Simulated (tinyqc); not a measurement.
Deep-level transient spectroscopy: one step of the calculation.

Schottky contact on an n-type layer with shallow donors Nd (all ionised) and a donor-like deep trap, neutral when filled and positive when empty; depletion approximation. Traps within lam of the depletion edge stay filled. A long pulse to Vp fills the traps beyond x1 = Wp - lam; back at Vr those between x1 and x2 = Wr - lam emit. A rate window reads S = C(t2) - C(t1).

Task. Emission rate and rate window. Emission rate en = sn vth(T) Nc(T) exp(-Et/kB T) = sn g T^2 exp(-Et/kB T), g = vth Nc/(300 K)^2, as vth goes as T^0.5 and Nc as T^1.5 (degeneracy factor 1). For an exponential transient S peaks where en = ew = ln(t2/t1)/(t2 - t1).

Parameters, values chosen for the exercise; material values close to those of gallium nitride:
- Nc = 2.31e18 cm^-3 (conduction-band density of states at 300 K)
- vth = 2.7e7 cm/s (thermal velocity at 300 K)
- Et = 0.7 eV (depth of the trap below the conduction edge)
- sn = 9.1e-16 cm^2 (capture cross-section)
- t1 = 2 ms (first sampling time)
- t2 = 20 ms (second sampling time)
- T = 416 K (temperature of the transient)

Constants: q = 1.602176634e-19 C, kB = 1.380649e-23 J/K. Results are converted to the units shown.

Give: g; en; 1/en; ew.

Result.

g = 6.930e20 cm^-2 s^-1 K^-2
en = 361.0 1/s
1/en = 2.770 ms
ew = 127.9 1/s

tinyqc, about 0.01 s, one thread, Intel Xeon 2.30GHz (shared host): `OMP_NUM_THREADS=1 python tinyqc.py 2050021 2050022 out.jsonl`
